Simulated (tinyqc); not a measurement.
AlGaN/GaN HEMT with access regions, lumped model: field plate: effect of the insulator under the field plate.

A polarisation-induced electron sheet under a Schottky gate, in series with two ungated access regions and contacts. Drift law v = mu E/(1 + mu E/vs) under the gate. Currents in mA/mm, resistances in ohm mm. No self-heating, no channel-length modulation; fits for polarisation, barrier and offset are chosen for the exercise.

sigma = (5e13 x + 1.6e13 x^2) cm^-2, phiB = 0.84 + 1.3 x, dEc = 0.7 (1.71 x + x^2) in volts, Cb = eps0 eps_r/d, VT = phiB - dEc - q sigma/Cb, access density n0 = -Cb VT/q. Off state: a depleted stretch that holds the voltage V has the peak field sqrt(k V), k = 2 q n0/(eps0 eps_r te), so one edge holds V1 = Ec^2/k. The sheet under the plate pinches off at Vf = q n0 (1/Cb + tf/(eps0 ei)); beyond it the gate edge is screened. BV = V1 if Vf >= V1, else Vf + V1, and at most Ec Ld.

Parameters, values chosen for the exercise; values close to those of AlGaN/GaN structures:
- x = 0.19 (aluminium share of the barrier)
- d = 20 nm (barrier thickness)
- eps_r = 9.3 (relative permittivity of barrier and channel)
- Ld = 12 um (drain access length)
- Ec = 3.1 MV/cm (critical field)
- te = 0.27 um (depth over which the depleted charge spreads)
- ei = 3.9 (relative permittivity of that insulator)

Constants: q = 1.602176634e-19 C, eps0 = 8.8541878128e-14 F/cm where lengths are in cm. Results are converted to the units shown.

The same in every row: V1 (V) = 84.044; Ec Ld (V) = 3720.0.

Results:

| tf (nm) | Vf (V) | BV (V) |
|---|---|---|
| 22 | 11.186 | 95.229 |
| 49 | 21.124 | 105.17 |
| 72 | 29.591 | 113.63 |
| 110 | 43.579 | 127.62 |
| 160 | 61.984 | 146.03 |
| 240 | 91.432 | 84.044 |
| 350 | 131.92 | 84.044 |

Estimate the missing row, tf = 33 nm.

Computed row:

| tf (nm) | Vf (V) | BV (V) |
|---|---|---|
| 33 | 15.235 | 99.278 |

With this row back in the table: BV goes from 95.2 through a maximum of 146 (at tf = 160 nm among the rows listed) to 84.0 V. The plate helps (Vf < V1) in 6 of the 8 rows, and the access length caps BV in 0. The best thickness makes Vf just under V1, tf = 220 nm, where both edges reach Ec together and BV nears 2 V1.

Program tinyqc, `OMP_NUM_THREADS=1 python tinyqc.py 2570005 2570006 out.jsonl`; Intel Xeon 2.30GHz, shared host, one thread, about 0.01 s.
